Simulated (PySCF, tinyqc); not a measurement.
A ladder of methods, and size consistency: correlation methods against full CI in the sto-3g basis, for H4, spin multiplicity 1. Computed by the program tinyqc with PySCF. All electrons correlated; +Q is the Davidson correction (1 - c0^2) E_corr. The last columns treat two copies 100 angstrom apart as one system. FCI is the lowest singlet.

Geometry (angstrom):
```
atom,x,y,z
H,0.0000,0.0000,0.0000
H,0.0000,0.0000,0.8430
H,0.0000,0.8980,0.0000
H,0.0000,0.8980,0.8430
```

RHF energy of one = -1.738254 hartree

Correlation energies (hartree):
```
method,E_corr of one,share of FCI (%),E_corr of two at 100 angstrom,two minus twice one (mhartree)
MP2,-0.045740,47.9178,-0.091480,0.0000
CISD,-0.093065,97.4963,-0.159058,27.0725
CISD+Q,-0.113665,119.0768,-0.195819,31.5102
CCSD,-0.095986,100.5565,-0.191972,0.0000
CCSD(T),-0.095986,100.5565,-0.191972,0.0000
FCI,-0.095455,100.0000,-,-
```

What does the comparison show, and why?

MP2 recovers 48 %, CISD 97.5 % and CCSD 100.6 % of the FCI value (c0^2 = 0.779 in CISD). MP2 and coupled cluster are size consistent, so their last column vanishes; CISD loses 27.07 mhartree, since a double excitation on each copy is a quadruple of the pair, and the Davidson correction leaves +31.51. The restricted reference is unstable here: a spin-polarised solution lies 0.0649 hartree lower (PySCF), so results built on it describe a poor reference.
